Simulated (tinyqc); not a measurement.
Doping level: carrier statistics of a doped semiconductor with parabolic bands.

Eg(T) = Eg0 - al T^2/(T + be); m_de = Mv^(2/3) (ml mt^2)^(1/3); m_dh = (mhh^(3/2) + mlh^(3/2))^(2/3); Nc and Nv from N = 2 (m kB T/(4 pi c))^(3/2) with c = hbar^2/2m0, in 1/angstrom^3; times 1e24 for 1/cm^3.

Energies are counted from Ev, so Ec = Eg. n = Nc F_1/2((EF - Eg)/kT), p = Nv F_1/2(-EF/kT), ND+ = ND/(1 + 2 exp((EF - Eg + ED)/kT)), NA- = NA/(1 + 4 exp((EA - EF)/kT)); neutrality asks p + ND+ = n + NA-. F_j(eta) = (1/Gamma(j + 1)) integral_0^infinity x^j dx/(1 + exp(x - eta)), which tends to exp(eta) for eta << 0.

Constants: hbar^2/2m0 = 3.80998211 eV angstrom^2; kB = 8.617333262e-05 eV/K.

Parameters, chosen for this exercise (near those of Ge; not measured data):
- Eg0 = 0.7393 eV (gap at 0 K)
- al = 0.000476 eV/K (Varshni alpha)
- be = 239 K (Varshni beta)
- ml = 1.57 m0 (longitudinal electron mass)
- mt = 0.0802 m0 (transverse electron mass)
- Mv = 4 (equivalent valleys)
- mhh = 0.329 m0 (heavy-hole mass)
- mlh = 0.0439 m0 (light-hole mass)
- ED = 0.0123 eV (donor level below Ec)
- EA = 0.0112 eV (acceptor level above Ev)
- T = 150 K

Only donors are present (NA = 0); eta is the distance of EF beyond the conduction edge in units of kT.

Neutral state:

| ND (1/cm^3) | EF (eV) | majority (1/cm^3) | ionised share | eta |
|---|---|---|---|---|
| 1.0e+14 | 0.5763 | 1.00e+14 | 1.000 | -10.48 |
| 1.0e+15 | 0.6060 | 9.99e+14 | 0.999 | -8.18 |
| 1.0e+16 | 0.6356 | 9.86e+15 | 0.986 | -5.89 |
| 1.0e+17 | 0.6641 | 8.85e+16 | 0.885 | -3.69 |
| 1.0e+18 | 0.6882 | 5.45e+17 | 0.545 | -1.82 |
| 3.0e+18 | 0.6978 | 1.09e+18 | 0.363 | -1.08 |
| 1.0e+19 | 0.7076 | 2.10e+18 | 0.210 | -0.32 |
| 3.0e+19 | 0.7163 | 3.58e+18 | 0.119 | 0.35 |

What does the comparison show?

The impurity level lies at 0.6995 eV. The ionised share falls from 1.000 to 0.119 as EF passes through it between 3e+18 and 1e+19 1/cm^3 (share 1/3 there); it is below one half from 3e+18 1/cm^3 on. Over the last two rows the doping grows threefold and the majority density by a factor 1.70. EF comes within 3 kT of the majority band edge from 1e+18 1/cm^3 on. Above roughly 3e+17 1/cm^3 (N^(1/3) a = 0.26, with the radius a = sqrt(c/(m E)) from the ionisation energy E and the mass (ml mt^2)^(1/3)) the levels merge with the band and real ionisation is complete; sharp levels then overstate freeze-out.

(tinyqc, `OMP_NUM_THREADS=1 python tinyqc.py 1682449 1682450 out.jsonl`, Intel(R) Xeon(R) Processor @ 2.30GHz, 1 thread, shared host, about 0.01 s.)
